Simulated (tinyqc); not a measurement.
Inside a calculation. Model: adsorption as a lattice gas: isotherms with interactions, competition, desorption peaks and saturation dose. Computed by tinyqc, a small Python program that keeps every step. Command: `OMP_NUM_THREADS=1 python tinyqc.py 3020228 3020229 out.jsonl adsorb walk`. One thread of a shared host (Intel(R) Xeon(R) Processor @ 2.30GHz), about 0.2 s of CPU time with the checks. Intermediate numbers are printed to about 6 digits and carried at full precision; extremes and crossings named in words are read from the listed rows.

One adsorbate per site; a molecule needs 2 empty sites. Gas and surface have the same temperature.

Inputs (values chosen for the exercise, for a model surface): desorption energy E = 1.76 eV; prefactor nu = 1.9e+13 1/s; pair energy w (positive repels) = -0.011 eV; neighbours z = 4; site density N_s = 3.4 1/nm^2; molecular mass M = 18.6 u; sticking coefficient s0 = 0.11; temperature T = 781 K; pressure p = 4.8 Pa; blocking by a second gas, K_B p_B = 0.48; heating rate beta = 14 K/s; initial coverage theta_0 = 0.25; aspect ratio a (depth over diameter) of a hole = 20.

Adsorption: dissociative (second order).

Constants: u = 1.6605390666e-27 kg; k_B = 1.380649e-23 J/K; k_B = 8.617333262e-05 eV/K.

## Flux and the Langmuir coverage

Flux F = p/sqrt(2 pi M k_B T); k_d = nu exp(-E/(k_B T)); 2 s0 F (1 - theta)^2 = N_s k_d theta^2, so y = sqrt(2 s0 F/(N_s k_d)), theta = y/(1 + y). With a second gas on the same sites theta = y/(1 + y + K_B p_B).

flux F = 104931 1/(nm^2 s)

k_d = 83.4655 1/s

y = 9.01924

Langmuir coverage = 0.900192

coverage with the second gas = 0.859037

## Coverage with interactions

With u = w/(k_B T). Mean field: theta/(1 - theta) = y exp(-z u theta). Quasi-chemical: theta/(1 - theta) = y [(r - 1 + 2 theta)(1 - theta)/((r + 1 - 2 theta) theta)]^(-z/2) exp(-z u/2), r = sqrt(1 - 4 theta (1 - theta)(1 - exp(-u))).

u = -0.163444

coverage, mean field = 0.943546

coverage, quasi-chemical = 0.943401

Attraction raises the coverage from 0.9002. Both theories put half coverage at ln y = z u/2 = -0.327; here ln y = 2.199.

## Isotherms

The formulas are those given above.

Coverage; the first column is ln y - z u/2:
```
ln y - z u/2  no interaction  mean field  quasi-chemical
-5.0                0.004836    0.004851        0.004852
-3.0                0.034660    0.035444        0.035506
-2.0                0.088920    0.094028        0.094372
-1.0                0.209675    0.236438        0.237474
-0.5                0.304304    0.355629        0.356558
0.0                 0.418998    0.500000        0.500000
0.5                 0.543170    0.644371        0.643442
1.0                 0.662200    0.763562        0.762526
2.0                 0.841990    0.905972        0.905628
3.0                 0.935421    0.964556        0.964494
5.0                 0.990743    0.995149        0.995148
```

At half coverage the slope d theta/d ln y is 1/4 without interaction, 1/(4 + z u) = 0.299 in mean field and 0.297 in the pair theory, 1/[4 + 2 z (exp(u/2) - 1)]. Attraction steepens the filling towards a step; the two theories differ by at most 0.0010 in these rows.

## Desorption peak without interaction

The peak obeys E/(k_B T_p^2) = (nu theta_0/beta) exp(-E/(k_B T_p)) if theta at the peak is theta_0/2. Redhead's shortcut, with the constant 3.46 (3.64 is also in use), reads E back as k_B T_p [ln(nu' T_p/beta) - 3.46], nu' = nu theta_0.

peak temperature T_p = 687.843 K

E by Redhead's shortcut = 1.75590 eV

The shortcut misses by -0.23 %, since 3.46 stands for ln(E/(k_B T_p)) = 3.39. A prefactor wrong by a factor 100 would shift E by 0.273 eV.

## Peak against initial coverage

Heating at the rate beta: d theta/dT = -(nu/beta) theta^2 exp(-[E - 2 z w theta]/(k_B T)). Integrated numerically (relative tolerance 1e-9); T_p is the maximum of the rate.

Peak temperatures (K):
```
theta_0    w = 0   with w
0.1      706.904  709.797
0.3      682.641  690.991
0.5      671.900  685.547
0.7      665.002  683.841
0.9      659.939  683.888
```

Without interaction the peak moves down by 47.0 K, the mark of second order; with w it moves by -25.9 K.

## Dose to saturate, flat and in a hole

Without desorption or interaction, 99 % coverage needs the time 99 N_s/(2 s0 F). For a round hole of aspect ratio a in molecular flow with unit sticking (Gordon), the time is N_s/(2F) x [1 + (19/4) a + (3/2) a^2]. The larger of the two times is a rough guide.

time on a flat surface = 0.0145810 s

time for the hole = 0.0112760 s

Transport and reaction are comparable. Caution: with k_d = nu exp(-E/(k_B T)) of these inputs desorption is not negligible over the time on a flat surface, so without interaction 99 % coverage is not reached.

Checks made by the program: quasi-chemical form at low coverage and at the symmetry point (relative difference 3e-08); T_p against the integrated rate equation (relative difference 2e-03).
